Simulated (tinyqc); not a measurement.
# Pillar capacitor in an array: capacitance, non-linearity, leakage and relaxation: effects of single changes

A film between two metal electrodes, each interface adding a series capacitance ci. The small-signal permittivity is ek (1 + aq E^2); the field is found with the linear permittivity. Leakage J = J0 sinh(E/Ef). After a voltage step the film passes a relaxation current kr C V tt^(-nr), tt being the time in seconds. The sidewall is a coaxial capacitor with radii a = dm/2 and b = dm/2 + t, depth AR dm; the end face is left out.

Inputs (values chosen for the exercise); permittivity of the order of that of tantalum oxide:
```
symbol    value       unit                                                             meaning
ek         24.5                                              relative permittivity of the film
t           8.1         nm                                                      film thickness
ci         1000    uF/cm^2  capacitance of each electrode interface (dead layer and screening)
aq       0.0077  cm^2/MV^2                     quadratic field coefficient of the permittivity
V           1.8          V                                                                bias
nr        0.993                                             exponent of the relaxation current
kr       0.0066                                                     strength of the relaxation
J0      4.2e-10     A/cm^2                                                   leakage prefactor
Ef         0.35      MV/cm                             field for an e-fold rise of the leakage
dm           69         nm                                              diameter of the pillar
pt          160         nm                                           pitch of the square array
rho         530    uohm cm                                  resistivity of the inner electrode
t0         2e-8          s                                         duration of the write pulse
```

Constants: eps0 = 8.8541878128e-14 F/cm where lengths are in cm. Results are converted to the units shown.

Each table varies one quantity; the others keep the values above.

## Capacitance, non-linearity and leakage against thickness

Planar film: Cf = eps0 ek/t, 1/C = 1/Cf + 2/ci, EOT = 3.9 eps0/C, effective permittivity C t/eps0, E = (V/t) C/Cf; quadratic coefficient [C(V)/C - 1]/V^2 with Cf (1 + aq E^2) in C(V).

Capacitance, non-linearity and leakage against thickness:
```
t (nm),C (uF/cm^2),EOT (nm),effective permittivity,E (MV/cm),quadratic coefficient (ppm/V^2),J (A/cm^2)
3.7,5.795,0.5959,24.22,4.808,5.420e4,1.944e-4
5.3,4.060,0.8506,24.30,3.369,2.673e4,3.178e-6
7.4,2.914,1.185,24.36,2.418,1.381e4,2.103e-7
11,1.964,1.758,24.40,1.630,6288,2.211e-8
15,1.442,2.395,24.43,1.197,3393,6.404e-9
21,1.031,3.350,24.45,0.8554,1735,2.401e-9
30,0.7220,4.782,24.46,0.5991,851.9,1.125e-9
42,0.5160,6.693,24.47,0.4281,435.2,6.518e-10
60,0.3613,9.558,24.48,0.2998,213.4,4.054e-10
```

C falls from 5.79 to 0.361 uF/cm^2 while the effective permittivity goes from 24.2 to 24.5 (ek = 24.5). EOT is a straight line in t with slope 3.9/ek = 0.159 and intercept 0.00691 nm. The quadratic coefficient goes as t^(-1.97) between the first two rows and t^(-2.00) between the last two (-2 without interfaces), and J falls by 5.68 decades. For t = 3.7 direct tunnelling, left out, would add to the leakage.

## Cell against the aspect ratio

Per length 1/c = ln(b/a)/(2 pi eps0 ek) + (1/a + 1/b)/(2 pi ci); cell capacitance c AR dm; per footprint over pt^2; fields c V/(2 pi eps0 ek r) at r = a and b; resistance of the inner electrode rho AR dm/(pi a^2); time constant R C/3 of the distributed line.

The same in every row: field at a (MV/cm) = 2.461; field at b (MV/cm) = 1.993.

Cell against the aspect ratio:
```
AR,cell capacitance (fF),per footprint (uF/cm^2),R (kohm),R C/3 (ps)
5,2.218,8.663,0.4890,0.3615
10,4.435,17.33,0.9780,1.446
20,8.871,34.65,1.956,5.784
30,13.31,51.98,2.934,13.01
50,22.18,86.63,4.890,36.15
70,31.05,121.3,6.846,70.85
100,44.35,173.3,9.780,144.6
```

What does the table show?

As AR goes from 5 to 100, the cell capacitance rises from 2.22 to 44.4 fF, the capacitance per footprint rises from 8.66 to 173 uF/cm^2, the ratio of the two fields stays at 1.23 and R C/3 rises from 0.361 to 145 ps; the time constant goes as AR^(2.00) between the first two rows and AR^(2.00) between the last two.

## Charge lost after writing

Planar film: Cf = eps0 ek/t, 1/C = 1/Cf + 2/ci, EOT = 3.9 eps0/C, effective permittivity C t/eps0, E = (V/t) C/Cf. A capacitor written for t0 and then left open loses, as a share of C V, kr (tt^(1 - nr) - t0^(1 - nr))/(1 - nr) by relaxation and J tt/(C V) by leakage; both are taken as small, and rows far outside that range are left out.

The same in every row: leakage current (nA/cm^2) = 116.1.

Charge lost after writing:
```
tt (s),relaxation current (nA/cm^2),loss by relaxation (%),loss by leakage (%),total loss (%)
1e-6,2.873e7,2.312,2.422e-6,2.312
1e-5,2.920e6,3.703,2.422e-5,3.703
0.0001,2.967e5,5.116,2.422e-4,5.117
0.001,3.015e4,6.553,0.002422,6.555
0.01,3064,8.012,0.02422,8.037
0.1,311.4,9.496,0.2422,9.738
1,31.65,11.00,2.422,13.43
```

The two currents are equal at tt = 0.270 s. The loss by relaxation grows from 2.31 to 11.0 %, by 1.39 points over the first decade and 1.51 over the last, while the loss by leakage grows tenfold a decade. Relaxation is the larger loss in every row. For tt = 1 the falling voltage would already cut the leakage, so the linear estimate overstates the loss.

Program tinyqc, `OMP_NUM_THREADS=1 python tinyqc.py 2102085 2102086 out.jsonl`; Intel Xeon 2.30GHz, shared host, one thread, about 0.01 s.
